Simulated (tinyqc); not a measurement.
Elastic strain and critical thickness of a cubic alloy layer A(1-x)B(x) on a thick substrate. Changing the substrate thickness t_S. Computed by tinyqc, a small Python program. Command: `OMP_NUM_THREADS=1 python tinyqc.py 3016864 3016865 out.jsonl misfit sweep`. One thread of a shared host (Intel(R) Xeon(R) Processor @ 2.30GHz), about 0.01 s of CPU time with the checks.

Strain is positive in tension. The layer is coherent with the substrate unless said otherwise.

Inputs (values chosen for the exercise, for a model alloy):

| quantity | value | unit |
|---|---|---|
| fraction x of B | 0.063 | - |
| lattice constant a_A | 5.658 | angstrom |
| lattice constant a_B | 5.431 | angstrom |
| substrate lattice constant a_S | 5.662 | angstrom |
| layer thickness h | 11 | nm |
| biaxial modulus of the substrate M_S | 151 | GPa |
| wafer diameter W | 200 | mm |

Growth plane: (001).

C11, C12, C44 of A (GPa): 121.5  50.73  59.74

C11, C12, C44 of B (GPa): 146.7  69.07  70.44

Method:
- a = (1 - x) a_A + x a_B, the same rule for each C_ij; misfit f = (a_S - a)/a, the in-plane strain of the coherent layer.
- (001): D = 2 C12/C11, M = C11 + C12 - 2 C12^2/C11. The free surface carries no normal stress, so e_perp = -D f; dV/V = 2 f + e_perp; stress = M f; energy per area = M f^2 h (1 GPa nm = 1 J/m^2).
- Stoney: curvature = 6 |stress| h/(M_S t_S^2); radius = 1/curvature; bow = curvature W^2/8.

One run for each value:

| substrate thickness t_S (micrometre) | curvature (1/m) | radius of curvature (m) | bow (micrometre) |
|---|---|---|---|
| 100 | 0.01860 | 54 | 93.00 |
| 150 | 0.00827 | 121 | 41.33 |
| 220 | 0.00384 | 260 | 19.21 |
| 320 | 0.00182 | 551 | 9.08 |
| 460 | 0.00088 | 1138 | 4.40 |
| 680 | 0.00040 | 2486 | 2.01 |
| 1000 | 0.00019 | 5376 | 0.93 |

What does the table show, and why?

Over the rows, curvature (1/m) falls from 0.0186 to 1.86e-4 (exponent d ln y / d ln x about -2.0 throughout); radius of curvature (m) rises from 53.8 to 5380 (exponent d ln y / d ln x about 2.0 throughout); bow (micrometre) falls from 93.0 to 0.930 (exponent d ln y / d ln x about -2.0 throughout). The exponent of curvature stays at -2: the bending stiffness grows as t^3 and the lever arm as t.

Caution (rows 100, 150): a bow above a fifth of the wafer thickness is beyond Stoney's small-deflection limit.
